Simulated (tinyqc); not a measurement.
Mesh against width: smearing for a one-band metal on the fcc lattice.

Lattice vectors (units of a): a1 = (0, 1/2, 1/2), a2 = (1/2, 0, 1/2), a3 = (1/2, 1/2, 0). E(k) = -t A_1(k) - t2 A_2(k), A_m the sum of cos(k . R) over the 12 nearest and 6 second lattice vectors. Mesh k = sum (j_i/N) b_i, j_i = 0 .. N-1.

With x = (E_k - mu)/sigma: Gaussian f = erfc(x)/2, s = exp(-x^2)/(2 sqrt(pi)); Methfessel-Paxton (first order) f = erfc(x)/2 - x exp(-x^2)/(2 sqrt(pi)), s = (1 - 2 x^2) exp(-x^2)/(4 sqrt(pi)). With weights w = points/N^d (d the dimension), mu solves 2 sum w f = ne; E = 2 sum w f E_k, S = 2 sum w s, F = E - sigma S.

Parameters, chosen for this exercise: t = 0.38 eV (nearest hopping); t2 = -0.07 eV (second hopping); ne = 1.57 (electrons per cell).

Gaussian smearing, (E + F)/2. The reference is F of first-order Methfessel-Paxton smearing with sigma = 0.05 t on the mesh N = 40; it moves by 0.01 meV on the mesh N = 50; in three dimensions such meshes can agree by chance and the reference may be off by about 1 meV, so smaller errors are not resolved.

Errors (meV per cell):
```
N   sigma = 0.05 t  sigma = 0.15 t  sigma = 0.4 t
4            38.36           35.55          28.53
6            20.65           19.37          17.70
8            -4.59           -4.95          -5.45
12            0.74            0.71          -0.17
16           -0.32           -0.39          -0.28
24            0.57            0.47           0.09
```

reference = -0.64594 eV

How do the results move, and what explains it?

First N from which the value stays within 2 meV of its last entry (which need not be the best one): 12 for sigma = 0.05 t, 12 for sigma = 0.15 t, 12 for sigma = 0.4 t. At the last mesh the errors are +0.57, +0.47 and +0.09 meV. By this 2 meV bar the wider smearing does not converge sooner. The smallest error belongs to 0.05 t on 1, 0.15 t on 0, 0.4 t on 5 of the 6 meshes.

Run: tinyqc, `OMP_NUM_THREADS=1 python tinyqc.py 1650826 1650827 out.jsonl`; Intel(R) Xeon(R) Processor @ 2.30GHz, one thread, shared host; about 0.3 s of CPU time with all checks.
